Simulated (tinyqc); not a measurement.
From one set of inputs to another, one input at a time: thermal displacements in the Debye model: Debye-Waller factors, bond-length spread and the Lindemann rule. Computed by tinyqc, a small Python program. Command: `OMP_NUM_THREADS=1 python tinyqc.py 3001092 3001093 out.jsonl debyewaller ladder`. One thread of a shared host (Intel(R) Xeon(R) Processor @ 2.30GHz), about 0.01 s of CPU time with the checks.

A Debye spectrum with three branches of one velocity, cut at k_B Theta; 4 atoms per cube, nearest neighbours at d = 0.707107 a.

The inputs printed are set A. Set A is modelled on nickel; the values taken over come from a set modelled on gold. Inputs not listed in the table keep their values of set A, so the rows need not describe a real material.

Inputs (values chosen for the exercise, modelled on nickel): atomic mass M = 58.69 u; Debye temperature Theta = 433 K; lattice constant a = 3.524 angstrom; temperature T = 450 K; gamma-ray energy E = 6.2 keV; photoelectron wave number k = 10 1/angstrom.

Structure: fcc.

Constants: hbar^2/u = 4.18015928e-03 eV angstrom^2; k_B = 8.617333262e-05 eV/K; e = 1.602176634e-19 C; u = 1.6605390666e-27 kg; c = 299792458 m/s; hbar = 6.582119569e-16 eV s.

Method:
- <u_x^2> = (3 hbar^2/(2 M k_B Theta)) int_0^1 s coth(s Theta/(2T)) ds (64 Gauss-Legendre points); it tends to 3 hbar^2/(4 M k_B Theta) at T = 0 and to 3 hbar^2 T/(M k_B Theta^2) at high T.
- B = 8 pi^2 <u_x^2>.
- A nucleus of this mass is supposed to emit a gamma ray of the energy chosen: recoil energy E_R = E^2/(2 M c^2), wave number k_g = E/(hbar c), recoil-free fraction f = exp(-k_g^2 <u_x^2>).
- Correlated Debye model: sigma^2 = (3 hbar^2/(M k_B Theta)) int_0^1 s coth(s Theta/(2T)) [1 - sin(s q_D R)/(s q_D R)] ds for two atoms at distance R, q_D = (6 pi^2 n)^(1/3), n atoms per volume; uncorrelated motion would give 2 <u_x^2>.
- An EXAFS amplitude is damped by exp(-2 k^2 sigma^2).

Each row keeps all changes above it:
```
input moved                                from      to  B factor (angstrom^2)  recoil-free fraction f  sigma^2 of the nearest bond (angstrom^2)
set A                                         -       -                0.48187                 0.94153                                 0.0076264
temperature T (K)                           450      20                0.11462                 0.98577                                 0.0024661
atomic mass M (u)                         58.69  196.97                0.03415                 0.99574                                 0.0007348
photoelectron wave number k (1/angstrom)     10     6.6                0.03415                 0.99574                                 0.0007348
Debye temperature Theta (K)                 433     181                0.08704                 0.98918                                 0.0017777
lattice constant a (angstrom)             3.524   4.078                0.08704                 0.98918                                 0.0017777
gamma-ray energy E (keV)                    6.2    23.9                0.08704                 0.85068                                 0.0017777
```

Where does the difference come from?

B factor goes from 0.482 to 0.0870, a factor 0.181 in all. The largest single move comes from temperature T (a factor 0.238), and Debye temperature Theta works against it (a factor 2.55). Recoil-free fraction f goes from 0.942 to 0.851, a factor 0.904 in all. The largest single move comes from gamma-ray energy E (a factor 0.860), and temperature T works against it (a factor 1.05). sigma^2 of the nearest bond goes from 0.00763 to 0.00178, a factor 0.233 in all. The largest single move comes from atomic mass M (a factor 0.298), and Debye temperature Theta works against it (a factor 2.42). The single moves hold for this order of the switches; the total does not depend on the order.

Extremes, crossings and ranges named in words are read from the listed rows.
